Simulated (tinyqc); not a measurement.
Inside a calculation. Method: empirical pseudopotential in a few plane waves. One step of it, computed by the program tinyqc.

Problem. Levels at G. Diagonalise the Hermitian matrix.

H(k) at G (eV):
```
           +0+0+0     -1-1-1     -1-1+1     -1+1-1     -1+1+1     +1-1-1     +1-1+1     +1+1-1
+0+0+0   0.000000   2.328204  -2.328204  -2.328204  -2.328204  -2.328204  -2.328204  -2.328204
-1-1-1   2.328204  14.135365   0.000000   0.000000  -0.448988   0.000000  -0.448988  -0.448988
-1-1+1  -2.328204   0.000000  14.135365   0.448988   0.000000   0.448988   0.000000   0.000000
-1+1-1  -2.328204   0.000000   0.448988  14.135365   0.000000   0.448988   0.000000   0.000000
-1+1+1  -2.328204  -0.448988   0.000000   0.000000  14.135365   0.000000   0.448988   0.448988
+1-1-1  -2.328204   0.000000   0.448988   0.448988   0.000000  14.135365   0.000000   0.000000
+1-1+1  -2.328204  -0.448988   0.000000   0.000000   0.448988   0.000000  14.135365   0.448988
+1+1-1  -2.328204  -0.448988   0.000000   0.000000   0.448988   0.000000   0.448988  14.135365
+1+1+1   2.328204   0.000000  -0.448988  -0.448988   0.000000  -0.448988   0.000000   0.000000
-2+0+0   0.000000  -2.328204  -2.328204  -2.328204   2.328204   0.683068  -0.683068  -0.683068
+0-2+0   0.000000  -2.328204  -2.328204   0.683068  -0.683068  -2.328204   2.328204  -0.683068
+0+0-2   0.000000  -2.328204   0.683068  -2.328204  -0.683068  -2.328204  -0.683068   2.328204
+0+0+2   0.000000  -0.683068   2.328204  -0.683068  -2.328204  -0.683068  -2.328204   0.683068
+0+2+0   0.000000  -0.683068  -0.683068   2.328204  -2.328204  -0.683068   0.683068  -2.328204
+2+0+0   0.000000  -0.683068  -0.683068  -0.683068   0.683068   2.328204  -2.328204  -2.328204

           +1+1+1     -2+0+0     +0-2+0     +0+0-2     +0+0+2     +0+2+0     +2+0+0
+0+0+0   2.328204   0.000000   0.000000   0.000000   0.000000   0.000000   0.000000
-1-1-1   0.000000  -2.328204  -2.328204  -2.328204  -0.683068  -0.683068  -0.683068
-1-1+1  -0.448988  -2.328204  -2.328204   0.683068   2.328204  -0.683068  -0.683068
-1+1-1  -0.448988  -2.328204   0.683068  -2.328204  -0.683068   2.328204  -0.683068
-1+1+1   0.000000   2.328204  -0.683068  -0.683068  -2.328204  -2.328204   0.683068
+1-1-1  -0.448988   0.683068  -2.328204  -2.328204  -0.683068  -0.683068   2.328204
+1-1+1   0.000000  -0.683068   2.328204  -0.683068  -2.328204   0.683068  -2.328204
+1+1-1   0.000000  -0.683068  -0.683068   2.328204   0.683068  -2.328204  -2.328204
+1+1+1  14.135365  -0.683068  -0.683068  -0.683068  -2.328204  -2.328204  -2.328204
-2+0+0  -0.683068  18.847153   0.448988   0.448988  -0.448988  -0.448988   0.000000
+0-2+0  -0.683068   0.448988  18.847153   0.448988  -0.448988   0.000000  -0.448988
+0+0-2  -0.683068   0.448988   0.448988  18.847153   0.000000  -0.448988  -0.448988
+0+0+2  -2.328204  -0.448988  -0.448988   0.000000  18.847153   0.448988   0.448988
+0+2+0  -2.328204  -0.448988   0.000000  -0.448988   0.448988  18.847153   0.448988
+2+0+0  -2.328204   0.000000  -0.448988  -0.448988   0.448988   0.448988  18.847153
```

Give: eigenvalues.

Solution.

eigenvalues (eV): -2.422  9.715  9.715  9.715  11.807  13.686  13.686  13.686  17.904  17.949  17.949  22.819  22.819  22.819  24.319
